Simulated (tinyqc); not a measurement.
Worked calculation: geometry relaxation of a small cluster. Computed by tinyqc, a small Python program that keeps every step. Command: `OMP_NUM_THREADS=1 python tinyqc.py 3029517 3029518 out.jsonl relax walk`. One thread of a shared host (Intel(R) Xeon(R) Processor @ 2.30GHz), about 0.02 s of CPU time with the checks. Intermediate numbers are printed to about 5 digits and carried at full precision; extremes and crossings named in words are read from the listed rows.

E = sum_i {sum_j A exp(-p (r_ij/r0 - 1)) - xi sqrt(rho_i)}, rho_i = sum_j exp(-2 q (r_ij/r0 - 1)); the force on i is -sum_j w_ij (R_i - R_j)/r_ij with w_ij = -(2p/r0) A exp(-p (r_ij/r0 - 1)) + (xi q/r0) exp(-2 q (r_ij/r0 - 1)) (rho_i^(-1/2) + rho_j^(-1/2)).

Inputs (values chosen for the exercise, for model atoms):
```
quantity                 value           unit
length r0                 2.68       angstrom
repulsion A               0.12             eV
hopping xi                1.55             eV
decay p                   9.75              -
decay q                   2.61              -
step factor eta          0.035  angstrom^2/eV
largest number of steps    500              -
```

Potential: Gupta. Method: steepest descent.

starting positions (angstrom):
```
            x      y      z
atom 1  -0.12  -0.09  -0.14
atom 2   2.56      0   0.04
atom 3   1.48   2.24   0.03
atom 4   1.22    0.9      2
```

## Energy and forces at the start

Evaluate E and the forces at the starting positions.

distances (angstrom): 1-2 2.6875, 1-3 2.8316, 1-4 2.7121, 2-3 2.4868, 2-4 2.5391, 3-4 2.3967

energy at the start = -9.5662 eV

forces (eV/angstrom):
```
              x        y        z
atom 1   1.6460   0.9380   0.7325
atom 2  -1.3302   0.6029   0.3756
atom 3  -0.2363  -1.1534   0.1092
atom 4  -0.0795  -0.3875  -1.2173
```

## The first two steps

Steepest descent: R(new) = R + eta F. No atom moves more than 0.3 angstrom a step (the whole step is scaled). Stop when the largest force component is below 1e-5 eV/angstrom.

positions after step 1 (angstrom):
```
              x        y        z
atom 1  -0.0624  -0.0572  -0.1144
atom 2   2.5134   0.0211   0.0531
atom 3   1.4717   2.1996   0.0338
atom 4   1.2172   0.8864   1.9574
```

energy after step 1 = -9.8412 eV

positions after step 2 (angstrom):
```
              x        y        z
atom 1  -0.0160  -0.0289  -0.0939
atom 2   2.4853   0.0267   0.0582
atom 3   1.4610   2.1817   0.0254
atom 4   1.2097   0.8705   1.9403
```

energy after step 2 = -9.9701 eV

## All steps

The formulas are those given above.

Course of the relaxation:
```
step   E (eV)  largest force (eV/angstrom)  force calls
0      -9.566                   1.6460e+00            1
1      -9.841                   1.3267e+00            2
2      -9.970                   9.6534e-01            3
3     -10.036                   6.5307e-01            4
4     -10.071                   4.3541e-01            5
5     -10.091                   3.5575e-01            6
6     -10.102                   2.9265e-01            7
7     -10.109                   2.4162e-01            8
8     -10.114                   1.9973e-01            9
...       ...                          ...          ...
67    -10.125                   3.0457e-05           68
68    -10.125                   2.6413e-05           69
69    -10.125                   2.2907e-05           70
70    -10.125                   1.9865e-05           71
71    -10.125                   1.7228e-05           72
72    -10.125                   1.4941e-05           73
73    -10.125                   1.2957e-05           74
74    -10.125                   1.1237e-05           75
75    -10.125                   9.7452e-06           76
```

final positions (angstrom):
```
             x        y        z
atom 1  0.0755   0.1025  -0.0639
atom 2  2.4896  -0.0011   0.0788
atom 3  1.3755   2.1442  -0.0465
atom 4  1.1993   0.8044   1.9617
```

final energy = -10.125 eV

steps = 75

largest force at the end = 9.7452e-06 eV/angstrom

Converged in 75 steps.

## Curvatures at the end

Hessian at the final positions by central differences of the forces; six eigenvalues vanish (translations and rotations). Steepest descent is stable for eta below 2/lambda_max and contracts the softest mode by 1 - eta lambda_min a step.

non-zero eigenvalues (eV/angstrom^2): 3.793  3.793  9.043  9.044  9.044  23.915

condition number = 6.3047

largest stable eta = 0.083628 angstrom^2/eV

contraction of the softest mode = 0.86724

All are positive, so the end point is a minimum.

## Four methods from the same start

Conjugate gradient (Polak-Ribiere): d = F + beta d(old), beta = max(0, F.(F - F(old))/|F(old)|^2), d = F at first; step length from one secant, s = eta (F.d)/(F.d - F(R + eta d).d), replaced by eta if that is not positive; R(new) = R + s d. BFGS: R(new) = R + B F with the inverse Hessian B = eta 1 at first; with s = R(new) - R, y = F - F(new), rho = 1/(y.s): B(new) = (1 - rho s y^T) B (1 - rho y s^T) + rho s s^T, skipped if y.s is not positive. FIRE with unit mass: if F.v > 0, v = (1 - a) v + a |v| F/|F|, and after more than 5 such steps in a row dt = min(1.1 dt, 5 dt0), a = 0.99 a; else v = 0, a = 0.1, and dt = dt/2 (not at the first step). Then v = v + dt F, R(new) = R + dt v. dt0 = sqrt(eta), a = 0.1 at first. In this comparison each method may take up to 1500 steps.

Cost:
```
method              steps  force calls  final E (eV)  calls to reach 1e-2
steepest descent       75           76       -10.125                   28
conjugate gradient     13           27       -10.125                   17
BFGS                   20           21       -10.125                   13
FIRE                   95           96       -10.125                   40
```

In force calls the order is BFGS (21), conjugate gradient (27), steepest descent (76), FIRE (96). All that converged end at the same energy. Near the minimum steepest descent multiplies the slowest mode by 0.867 in size a step, 16 steps a decade of force, at a condition number of 6.3. On this problem it beats FIRE in force calls.

Checks made by the program: forces against finite differences of E (relative difference 1e-10).
